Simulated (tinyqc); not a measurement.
Loss and coupling from a measured resonance.

Inverse problem. An all-pass ring of radius Rr has F = FSR/FWHM = pi sqrt(a t)/(1 - a t) and Tmin = (a - t)^2/(1 - a t)^2; it is known to be overcoupled (t < a). a = 10^(-al L/20), L = 2 pi Rr, k2 = 1 - t^2, FSR = lam^2/(ng L). Find ng, al and k2.

Inputs (values chosen for the exercise):
- lam = 1550 nm (cold resonance wavelength)
- Rr = 15 um (ring radius)

FSR = 5.833253254 nm
FWHM = 76.61022439 pm
Tmin (linear) = 0.2246442929

Solution. The finesse gives the product a t, Tmin the difference |a - t|; the spectrum alone cannot tell which is which.

ng = 4.37
al = 10.0 dB/cm
k2 = 0.0590

tinyqc, about 0.01 s, one thread, Intel Xeon 2.30GHz (shared host): `OMP_NUM_THREADS=1 python tinyqc.py 2650026 2650027 out.jsonl`
